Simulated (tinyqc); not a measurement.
## Inductance and parasitic capacitance from two readings

Problem. A loss-free coil L in parallel with C shows the apparent inductance L/(1 - w^2 L C), w = 2 pi f. Find L, C and the self-resonance 1/(2 pi sqrt(L C)).

apparent inductance at 3.2 and 6.9 GHz (nH): 7.0479171  14.070420

Answer. The inverse of the reading is 1/L - w^2 C, a straight line in w^2.

L = 6.200 nH
C = 48.00 fF
self-resonance = 9.226 GHz

tinyqc, about 0.01 s, one thread, Intel Xeon 2.30GHz (shared host): `OMP_NUM_THREADS=1 python tinyqc.py 2302011 2302012 out.jsonl`
